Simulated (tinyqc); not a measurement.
Kinetics of strain relaxation and threading dislocations in mismatched semiconductor layers: one step, computed by the program tinyqc. Command: `OMP_NUM_THREADS=1 python tinyqc.py 3022669 3022670 out.jsonl threading walk`. One thread of a shared host (Intel(R) Xeon(R) Processor @ 2.30GHz), about 0.01 s of CPU time with the checks.

60-degree dislocations on {111} planes of a (001) layer, isotropic elasticity. The Schmid factor is 1/sqrt(6), and a misfit segment relieves strain with b/2.

Task: Graded buffer. In steady grading, strain is fed at R_f R_g and relieved at (b/4) rho v. As a glide-limited estimate, the driving stress is taken as the mean stress of the strained top zone, whose depth z solves R_f z/2 = e_eq(z), with strain R_f z at the surface; tau_g = S R_f z/2 is its mean; then rho = 4 R_f R_g/(b m tau_g), m = v0 exp(-Q/(k_B T_g)), S = (1/sqrt 6) 2 G (1 + nu)/(1 - nu), e_eq(z) = b (1 - nu/4) [ln(z/b) + 1]/(4 pi (1 + nu) z).

Inputs (values chosen for the exercise, modelled on Ge on Si):
```
quantity                                  value          unit
misfit f                                 0.0444             -
shear modulus G                            58.2           GPa
Poisson ratio nu                           0.26             -
Burgers vector b                              4      angstrom
glide activation energy Q                  1.66            eV
velocity prefactor v0                     27000   m/s per MPa
grading rate (misfit per thickness) R_f  0.0021  1/micrometre
growth temperature of the buffer T_g        841             K
growth rate R_g                             1.7          nm/s
```

Constants: k_B = 8.617333262e-05 eV/K.

Give: depth z of the strained zone; stress tau_g; thread density of the buffer; buffer thickness f/R_f.

Result:

depth z of the strained zone = 423.3 nm

stress tau_g = 35.96 MPa

thread density of the buffer = 32598 1/cm^2

buffer thickness f/R_f = 21.14 micrometre

Raising T_g by 50 K would lower this density by a factor 3.6: fast glide lets few threads do the work. Caution: real buffers seldom go below 1e5 /cm^2, as pile-ups and nucleation take over; this value is a lower bound.
